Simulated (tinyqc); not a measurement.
# Fermi-level pinning from two metals

Problem. Cowley-Sze model with the space charge neglected: phiB = S (phiM - chi) + (1 - S)(Eg - phi0), S = 1/(1 + q Dit dl/(eps0 ei)), dl in cm. Find S, phi0 and Dit.

Parameters, values chosen for the exercise; band and dielectric values those of a made-up semiconductor:
- Eg = 1.19 eV (band gap)
- chi = 3.43 eV (electron affinity)
- dl = 0.3 nm (thickness of the interfacial layer)
- ei = 1 (relative permittivity of the interfacial layer)

Constants: q = 1.602176634e-19 C, eps0 = 8.8541878128e-14 F/cm where lengths are in cm. Results are converted to the units shown.

barriers for metals with phiM = 3.73 and 4.34 eV (eV): [0.73640596, 0.80312507]

Answer. S is the slope of phiB against phiM; either barrier then gives phi0, and S gives Dit.

S = 0.109
phi0 = 0.400 eV
Dit = 1.50e14 cm^-2 eV^-1

Numbers from tinyqc (`OMP_NUM_THREADS=1 python tinyqc.py 2020059 2020060 out.jsonl`; about 0.07 s on one thread of a shared Intel Xeon 2.30GHz).
